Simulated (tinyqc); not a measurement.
Raman shift of the zone-centre optical phonon of a diamond-structure crystal under stress: one step, computed by the program tinyqc. Command: `OMP_NUM_THREADS=1 python tinyqc.py 3014109 3014110 out.jsonl ramanstress walk`. One thread of a shared host (Intel(R) Xeon(R) Processor @ 2.30GHz), about 0.01 s of CPU time with the checks.

Axes x, y, z are the cube axes. Strain shifts the threefold optical mode and can split it; p, q and r are the phonon deformation potentials.

Problem. The line seen from a (001) surface. Backscattering from a (001) surface: incident polarisation (cos phi, sin phi, 0). With Raman tensors (R_z)_xy = (R_z)_yx = 1 and cyclic, only the z component u_z of a mode counts: I = u_z^2 sin^2(2 phi) for parallel and u_z^2 cos^2(2 phi) for crossed polarisers. An unresolved line sits at the intensity-weighted shift, which is M_zz/(2 omega_0).

Inputs (values chosen for the exercise, for a model crystal): stress sigma (tension positive) = 0.2 GPa; polarisation angle phi = 30 degree.

Stress state: uniaxial. Axis: [110].

M/(2 omega_0) (1/cm):
```
,x,y,z
x,-0.2470933,-0.1746368,0.0000000
y,-0.1746368,-0.2470933,0.0000000
z,0.0000000,0.0000000,-0.4334306
```

Give: total intensity, parallel; total intensity, crossed; shift of the observed line; shift per stress; stress per shift.

Solution.

total intensity, parallel = 0.75

total intensity, crossed = 0.25

shift of the observed line = -0.4334 1/cm

shift per stress = -2.167 1/(cm GPa)

stress per shift = -461.4 MPa cm

The z-polarised mode is an eigenmode here, so one line is seen.
